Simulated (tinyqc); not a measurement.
The starting point: quasiparticle equation with a plasmon-pole self-energy for two band edges.

For each edge E = e + X + Sc(E), with the correlation part Sc(E) = A[0]/(E - a + w) + A[1]/(E - b - w); a and b are the valence and conduction energies that enter the Green function (a = ev, b = ec in the one-shot scheme). Z = 1/(1 - dSc/dE), dSc/dE = -A[0]/(E - a + w)^2 - A[1]/(E - b - w)^2.

Parameters, chosen for this exercise (scales of the order of those of AlN; the results hold for these values, not for the real material): ev = 0 eV (mean-field valence top); ec = 4.39 eV (mean-field conduction edge); w = 19.6 eV (pole energy); Av = (98.5, 41.8) eV^2 (weights of the valence state on the hole and electron poles); Ac = (48.6, 90.4) eV^2 (the same for the conduction state); Xv = -4.1 eV (exchange minus the mean-field potential, valence); Xc = 3.87 eV (the same, conduction).

The mean-field gap is opened by d (ev lowered by d/2, ec raised by d/2) and X is changed by the opposite amounts, so that e + X stays; one-shot and G-updated gaps.

Gaps (eV):
```
d    start  one-shot  update G
0.0  4.390    5.9677    6.2230
0.2  4.590    5.9965    6.2230
0.4  4.790    6.0250    6.2230
0.6  4.990    6.0534    6.2230
0.9  5.290    6.0955    6.2230
1.2  5.590    6.1373    6.2230
1.6  5.990    6.1923    6.2230
```

What can be read from this table?

The one-shot gap moves by a fraction 0.14 of any change of the starting gap, while the updated gap, 6.2230 eV, does not depend on it. The two agree where the start already equals the result, near d = 1.83 eV. A real change of starting point alters the orbitals and the screening too; this model holds both fixed.

Program tinyqc; command `OMP_NUM_THREADS=1 python tinyqc.py 1851008 1851009 out.jsonl`; about 0.02 s on one thread of a shared Intel(R) Xeon(R) Processor @ 2.30GHz.
